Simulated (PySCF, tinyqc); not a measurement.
FCI on RHF in the sto-3g basis, for H4, spin multiplicity 1, step by step. The lowest restricted solution is unstable here: a spin-polarised one lies 0.0122 hartree lower (PySCF). One step of it, computed by the program tinyqc.

Problem. FCI: roots. Diagonalise (each vector has its largest component positive (the first on a tie)); all determinants have Ms = 0, so triplets appear too. The lowest singlet root is the correlation energy.

Occupation strings over the orbitals (2 doubly, a alpha, b beta, 0 empty; spin orbitals ordered 1a 1b 2a 2b ...): 2200 aabb 2020 abab 2002 abba baab 0220 baba 0202 bbaa 0022

H - E(HF) between determinants (hartree):
```
           2200       aabb       2020       abab       2002       abba       baab       0220
2200   0.000000  -0.030264   0.092281  -0.090073   0.129963   0.120337   0.120337   0.115608
aabb  -0.030264   0.824072   0.090073  -0.092281  -0.120337  -0.129963  -0.115608  -0.120337
2020   0.092281   0.090073   0.527076   0.072848   0.178419  -0.162921  -0.162921   0.161218
abab  -0.090073  -0.092281   0.072848   0.918139   0.162921  -0.178419  -0.161218   0.162921
2002   0.129963  -0.120337   0.178419   0.162921   1.000594  -0.042583  -0.042583   0.000000
abba   0.120337  -0.129963  -0.162921  -0.178419  -0.042583   0.983474   0.000000  -0.042583
baab   0.120337  -0.115608  -0.162921  -0.161218  -0.042583   0.000000   0.983474  -0.042583
0220   0.115608  -0.120337   0.161218   0.162921   0.000000  -0.042583  -0.042583   0.968764
baba  -0.090073  -0.087954   0.072848   0.000000   0.162921  -0.161218  -0.178419   0.162921
0202   0.087954   0.090073   0.000000   0.072848   0.161218  -0.162921  -0.162921   0.178419
bbaa  -0.030264   0.000000   0.090073  -0.087954  -0.120337  -0.115608  -0.129963  -0.120337
0022   0.000000  -0.030264   0.087954  -0.090073   0.115608   0.120337   0.120337   0.129963

           baba       0202       bbaa       0022
2200  -0.090073   0.087954  -0.030264   0.000000
aabb  -0.087954   0.090073   0.000000  -0.030264
2020   0.072848   0.000000   0.090073   0.087954
abab   0.000000   0.072848  -0.087954  -0.090073
2002   0.162921   0.161218  -0.120337   0.115608
abba  -0.161218  -0.162921  -0.115608   0.120337
baab  -0.178419  -0.162921  -0.129963   0.120337
0220   0.162921   0.178419  -0.120337   0.129963
baba   0.918139   0.072848  -0.092281  -0.090073
0202   0.072848   1.337317   0.090073   0.092281
bbaa  -0.092281   0.090073   0.824072  -0.030264
0022  -0.090073   0.092281  -0.030264   1.711792
```

Give: lowest roots of this matrix, relative to E(HF); lowest vectors; <S^2> of these roots; weight of the ground state by excitation level 0, 1, 2, ....

Solution.

lowest roots of this matrix, relative to E(HF) (hartree): -0.1046  0.2924  0.3983  0.7150  0.8224  0.9145  0.9854  0.9887

lowest vectors:
```
       root 1   root 2  root 3   root 4
2200   0.9410   0.0980  0.0000   0.2674
aabb   0.0167  -0.2191  0.4082   0.2276
2020  -0.1766   0.7597  0.0000   0.5066
abab   0.1035   0.0898  0.4082  -0.3239
2002  -0.1130  -0.3456  0.0000   0.3152
abba  -0.1202   0.1293  0.4082   0.0962
baab  -0.1202   0.1293  0.4082   0.0962
0220  -0.1061  -0.3444  0.0000   0.4253
baba   0.1035   0.0898  0.4082  -0.3239
0202  -0.0748   0.1711  0.0000  -0.1528
bbaa   0.0167  -0.2191  0.4082   0.2276
0022   0.0539  -0.0184  0.0000  -0.1905
```

<S^2> of these roots: 0.0000  0.0000  6.0000  0.0000  2.0000  2.0000  0.0000  2.0000

weight of the ground state by excitation level 0, 1, 2, ...: 0.8854  0.0000  0.1117  0.0000  0.0029

The reference has a weight of only 0.89: one determinant is a poor start here.
